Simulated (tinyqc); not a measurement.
Comparisons within one model: Shockley-Read-Hall recombination through one deep level. A value that a table varies takes the place of the one given here.

One level at Et with degeneracy 1: tn = 1/(sn vth Nt), tp = 1/(sp_ vth Nt), n1 = Nc exp((Et - Eg)/kT), p1 = Nv exp(-Et/kT), ni^2 = n1 p1. Equilibrium p0 = Nm, n0 = ni^2/Nm; n = n0 + dn, p = p0 + dn. U = (n p - ni^2)/(tp (n + n1) + tn (p + p1)), lifetime dn/U; emission rates en = sn vth n1, ep = sp_ vth p1.

Constants: kB = 8.617333262e-05 eV/K.

Parameters, chosen for this exercise (gap and densities of states near those of GaN at this temperature; the results hold for these values, not for the real material):

| symbol | value | unit | meaning |
|---|---|---|---|
| E1 | 1.425 | eV | level (+1/0) above Ev |
| E2 | 2.624 | eV | level (0/-1) above Ev |
| gm | 2 |  | degeneracy of the middle state, the others 1 |
| T | 300 | K |  |
| Eg | 3.434 | eV | gap |
| Nc | 2.28e+18 | 1/cm^3 | conduction-band density of states |
| Nv | 4.57e+19 | 1/cm^3 | valence-band density of states |
| Nd | -2.3e+12 | 1/cm^3 | ionised shallow donors minus acceptors |
| Et | 2.624 | eV | recombination level above Ev |
| Nt | 1.3e+13 | 1/cm^3 | defects |
| sn | 7.6e-15 | cm^2 | electron capture cross-section |
| sp_ | 2.8e-14 | cm^2 | hole capture cross-section |
| vth | 16000000 | cm/s | thermal velocity, both carriers |
| Nm | 2.1e+14 | 1/cm^3 | equilibrium holes for the lifetime steps |
| dn | 1.3e+13 | 1/cm^3 | excess pairs |

## Charge state against the Fermi level (deep level with several charge states)

Energies from Ev. The defect has charge states +1, 0, -1 with weights 1, gm exp((EF - E1)/kT), exp((2 EF - E1 - E2)/kT); the shares are the weights over their sum. Boltzmann carriers: n = Nc exp((EF - Eg)/kT), p = Nv exp(-EF/kT). Neutrality: p - n + Nd + Nt <q> = 0.

Shares:

| EF (eV) | +1 | 0 | -1 | <q> |
|---|---|---|---|---|
| 0.206 | 1.000 | 0.000 | 0.000 | 1.000 |
| 0.481 | 1.000 | 0.000 | 0.000 | 1.000 |
| 0.755 | 1.000 | 0.000 | 0.000 | 1.000 |
| 1.030 | 1.000 | 0.000 | 0.000 | 1.000 |
| 1.305 | 0.981 | 0.019 | 0.000 | 0.981 |
| 1.580 | 0.001 | 0.999 | 0.000 | 0.001 |
| 1.854 | 0.000 | 1.000 | 0.000 | 0.000 |
| 2.129 | 0.000 | 1.000 | 0.000 | 0.000 |
| 2.404 | 0.000 | 1.000 | 0.000 | 0.000 |
| 2.679 | 0.000 | 0.192 | 0.808 | -0.808 |
| 2.953 | 0.000 | 0.000 | 1.000 | -1.000 |
| 3.228 | 0.000 | 0.000 | 1.000 | -1.000 |

Where the levels are several kT apart the middle state rules between about E1 - kT ln gm = 1.407 and E2 + kT ln gm = 2.642 eV; its largest share listed is 1.000. Each step spreads from 10 % to 90 % over 4.4 kT = 0.114 eV.

## Defects against doping (deep level with several charge states)

Nt takes the listed multiples of |Nd|; the resistivity uses mobilities of 1000 (electrons) and 300 (holes) cm^2/(V s), chosen for the exercise, and e = 1.602176634e-19 C.

Neutral state:

| Nt/\|Nd\| | EF (eV) | n (1/cm^3) | p (1/cm^3) | rho (ohm cm) |
|---|---|---|---|---|
| 0.01 | 0.4347 | 9.37e-33 | 2.28e+12 | 9.14e+03 |
| 0.10 | 0.4372 | 1.03e-32 | 2.07e+12 | 1.01e+04 |
| 0.30 | 0.4437 | 1.33e-32 | 1.61e+12 | 1.29e+04 |
| 0.60 | 0.4581 | 2.32e-32 | 9.20e+11 | 2.26e+04 |
| 0.90 | 0.4940 | 9.28e-32 | 2.30e+11 | 9.05e+04 |
| 1.10 | 1.3476 | 2.03e-17 | 0.00105 | 1.98e+19 |
| 1.50 | 1.3892 | 1.01e-16 | 0.000210 | 9.89e+19 |
| 3.00 | 1.4250 | 4.06e-16 | 5.26e-05 | 3.96e+20 |
| 10.00 | 1.4639 | 1.83e-15 | 1.17e-05 | 1.78e+21 |

EF goes from 0.435 to 1.464 eV and the resistivity from 9.14e+03 to 1.78e+21 ohm cm, with a largest value of 1.78e+21 (values above about 1e13 are formal: hopping and surfaces conduct more). The largest move of EF, +0.854 eV, comes between Nt/|Nd| = 0.9 and 1.1; the levels lie at 1.425 and 2.624 eV. A defect can take up to one carrier of either sign, so the doping can be cancelled no earlier than Nt = |Nd|, there only if EF lies well beyond the level that takes the carriers and otherwise at larger Nt (mean charge +0.10 in the last row).

## Lifetime against injection

Recombination:

| dn (1/cm^3) | lifetime (microsecond) | U (1/(cm^3 s)) |
|---|---|---|
| 1.0e+11 | 0.6327 | 1.58e+17 |
| 1.0e+12 | 0.6334 | 1.58e+18 |
| 1.0e+13 | 0.6404 | 1.56e+19 |
| 1.0e+14 | 0.6880 | 1.45e+20 |
| 1.0e+15 | 0.7745 | 1.29e+21 |
| 1.0e+16 | 0.8008 | 1.25e+22 |
| 1.0e+17 | 0.8039 | 1.24e+23 |
| 1.0e+18 | 0.8043 | 1.24e+24 |

The lifetime rises from 0.6327 to 0.8043 microsecond; tn + tp = 0.8043. At low injection it is tn (1 + p1/p0) + tp n1/p0 with n1/Nm = 2.7e-10 and p1/Nm = 1.8e-39: re-emission is negligible, so minority capture alone counts. Auger and radiative paths are left out; they cut in at the highest injections, and in a doped direct-gap crystal the radiative one counts at all injections. dn = dp neglects trapped charge, which matters where the traps hold a charge comparable with dn, at low injection and with very unequal cross sections.

## Where a level does most harm

Et takes the values listed; G = Nt en ep/(en + ep) in a depleted region; the lifetime is for dn = 1e11 1/cm^3.

Results:

| Et (eV) | lifetime (microsecond) | G (1/(cm^3 s)) |
|---|---|---|
| 0.206 | 48.3 | 2.13e-30 |
| 0.481 | 0.634 | 8.88e-26 |
| 0.755 | 0.633 | 3.56e-21 |
| 1.030 | 0.633 | 1.48e-16 |
| 1.305 | 0.633 | 6.18e-12 |
| 1.580 | 0.633 | 2.58e-07 |
| 1.854 | 0.633 | 1.90e-05 |
| 2.129 | 0.633 | 4.57e-10 |
| 2.404 | 0.633 | 1.10e-14 |
| 2.679 | 0.633 | 2.63e-19 |
| 2.953 | 0.633 | 6.56e-24 |
| 3.228 | 1.28 | 1.57e-28 |

Generation peaks where en = ep, at Eg/2 + (kT/2) ln(sp_ Nv/(sn Nc)) = 1.773 eV; the largest value listed is at 1.854 eV, and G falls by a decade for each 0.060 eV away from the peak. The lifetime is within a factor 2 of its minimum, 0.633 microsecond, from 0.481 to 2.953 eV: recombination tolerates a wide range of Et, generation a narrow one.

## What moves lifetime and leakage

G = Nt en ep/(en + ep). Each row changes one parameter from the base and keeps the others.

Results:

| case | lifetime (microsecond) | G (1/(cm^3 s)) |
|---|---|---|
| base | 0.6426 | 2.21e-18 |
| Et = 2.664 eV | 0.6426 | 4.70e-19 |
| sn = 1.52e-14 cm^2 | 0.3263 | 2.21e-18 |
| sp_ = 5.6e-14 cm^2 | 0.6376 | 4.41e-18 |
| Nt = 6.5e+12 1/cm^3 | 1.285 | 1.10e-18 |
| Nm = 6.3e+14 1/cm^3 | 0.6361 | 2.21e-18 |
| dn = 3.9e+13 1/cm^3 | 0.6595 | 2.21e-18 |

The largest shifts from the base row, up to three for each result and ties (the steps differ in size, so this ranks the rows, not the parameters). lifetime (microsecond): Nt +0.643, sn -0.316, dn +0.0169; unchanged at the printed digits by Et. G (1/(cm^3 s)): sp_ +2.21e-18, Et -1.74e-18, Nt -1.10e-18; unchanged at the printed digits by sn, Nm and dn.

Program tinyqc; command `OMP_NUM_THREADS=1 python tinyqc.py 1652715 1652716 out.jsonl`; about 0.01 s on one thread of a shared Intel(R) Xeon(R) Processor @ 2.30GHz.
